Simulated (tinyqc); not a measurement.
Changing the radial spring k2L: Born-von Karman spring model of a cubic crystal with one atom per cell. Computed by tinyqc, a small Python program. Command: `OMP_NUM_THREADS=1 python tinyqc.py 3022915 3022916 out.jsonl springs sweep`. One thread of a shared host (Intel(R) Xeon(R) Processor @ 2.30GHz), about 0.2 s of CPU time with the checks.

First neighbours lie at a/2 (1,1,0) (12 of them), second at a (1,0,0) (6), with all permutations and signs; the volume per atom is Omega = a^3/4. Two shells of springs match a real metal only roughly, above all at the zone boundary.

Inputs (values chosen for the exercise, modelled on aluminium):
```
quantity                value           unit
lattice constant a       4.05       angstrom
atomic mass M           26.98              u
radial spring k1L        1.39  eV/angstrom^2
transverse spring k1T  -0.078  eV/angstrom^2
transverse spring k2T  -0.011  eV/angstrom^2
```

Lattice: fcc.

Constants: 1 eV/angstrom^3 = 160.2176634 GPa; u = 1.6605390666e-27 kg; hbar = 1.054571817e-34 J s; k_B = 1.380649e-23 J/K.

Method:
- [ij,kl] = (1/(2 Omega)) sum_R K_ij R_k R_l; C11 = [xx,xx], C44 = [xx,yy], C12 = 2 [xy,xy] - C44; B = (C11 + 2 C12)/3; Zener ratio A = 2 C44/(C11 - C12). K(R) = kL n n^T + kT (1 - n n^T).
- rho = M/Omega and v = sqrt(C/rho), with C = C11, C44, C44 along [100]; (C11 + C12 + 2 C44)/2, C44, (C11 - C12)/2 along [110]; (C11 + 2 C12 + 4 C44)/3 and twice (C11 - C12 + C44)/3 along [111].
- Christoffel matrix G_xx = C11 n_x^2 + C44 (1 - n_x^2), G_xy = (C12 + C44) n_x n_y, with eigenvalues rho v^2; v_m^-3 is the mean of v^-3 over three branches and all directions (12 Gauss-Legendre points in cos(theta) times 24 angles phi = (j + 1/2) pi/12); q_D = (6 pi^2/Omega)^(1/3); Theta = hbar v_m q_D/k_B.

One run for each value:
```
radial spring k2L (eV/angstrom^2)  C11 (GPa)  C44 (GPa)  Zener ratio A  C12 (GPa)  elastic Debye temperature (K)
-0.140                                  81.7      43.99          9.267      72.16                          327.2
0.017                                  106.5      43.99          2.562      72.16                          432.3
0.170                                  130.7      43.99          1.503      72.16                          485.1
0.330                                  156.0      43.99          1.049      72.16                          522.1
0.490                                  181.3      43.99          0.806      72.16                          549.6
0.640                                  205.1      43.99          0.662      72.16                          570.3
0.800                                  230.4      43.99          0.556      72.16                          588.7
0.960                                  255.7      43.99          0.479      72.16                          604.5
1.100                                  277.9      43.99          0.428      72.16                          616.7
```

Over the rows, C11 (GPa) rises from 81.7 to 278; C44 (GPa) does not change; Zener ratio A falls from 9.27 to 0.428. The second neighbours lie along the cube axes, so their radial spring enters C11 alone; the crystal is isotropic (A = 1) between k2L = 0.33 and 0.49.
